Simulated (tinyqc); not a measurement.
Dopant redistribution at a moving silicon-oxide interface during parabolic oxidation: one step, computed by the program tinyqc. Command: `OMP_NUM_THREADS=1 python tinyqc.py 3001989 3001990 out.jsonl segox walk`. One thread of a shared host (Intel(R) Xeon(R) Processor @ 2.30GHz), about 0.01 s of CPU time with the checks.

Uniformly doped silicon is oxidised with x_ox = sqrt(B t); the interface advances into the silicon by alpha x_ox, alpha = 0.44. The dopant does not move in the oxide, and at the interface C(silicon) = m C(oxide).

Task: Interface concentration. With the dopant diffusivity D and s = alpha x_ox/(2 sqrt(D t)), in the silicon C = C_B + (C_s - C_B) erfc(y/(2 sqrt(D t)))/erfc(s), y from the original surface. Dopant balance at the interface gives C_s/C_B = 1/[1 + (1/(m alpha) - 1) g], g = sqrt(pi) s exp(s^2) erfc(s).

Inputs (values chosen for the exercise, modelled on boron in silicon under steam):
```
quantity,value,unit
oxidation activation energy E_B,0.777,eV
segregation coefficient m = C(silicon)/C(oxide),0.34,-
bulk doping C_B,5.8e+15,1/cm^3
temperature T,950,C
```

s = 3.139457

Give: g; ratio C_s/C_B; C_s in the silicon; concentration in the oxide.

Result:

g = 0.95552

ratio C_s/C_B = 0.15548

C_s in the silicon = 9.0179e+14 1/cm^3

concentration in the oxide = 2.6523e+15 1/cm^3

m alpha = 0.150: the oxide takes more dopant than the consumed silicon held, so the silicon is depleted. For a very fast interface the ratio would tend to m alpha. Caution: in this case the oxide is not much thicker than a typical Deal-Grove length A, so real growth is slower than parabolic. Caution: parabolic growth needs an oxide much thicker than the Deal-Grove length A, which fails for thin films and low temperatures; oxidation-enhanced or retarded diffusion is ignored.
